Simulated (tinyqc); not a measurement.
## Length offset and series resistance from crossing lines

Inverse problem. R_total = Rs + k (L - dL)/Vo with constant Rs, dL and k. Find k, dL and Rs.

R_total at (L, Vo) = (45, 0.4), (135, 0.4), (45, 0.93) and (135, 0.93), L in nm and Vo in V (ohm um): 462.8  822.8  381.41935  536.25806

Solution. At each overdrive R is a straight line in L with slope k/Vo; the two lines cross at L = dL, R = Rs.

k = 1.600 ohm um V/nm
dL = 9.300 nm
Rs = 320.0 ohm um

Numbers from tinyqc (`OMP_NUM_THREADS=1 python tinyqc.py 2282235 2282236 out.jsonl`; about 0.03 s on one thread of a shared Intel Xeon 2.30GHz).
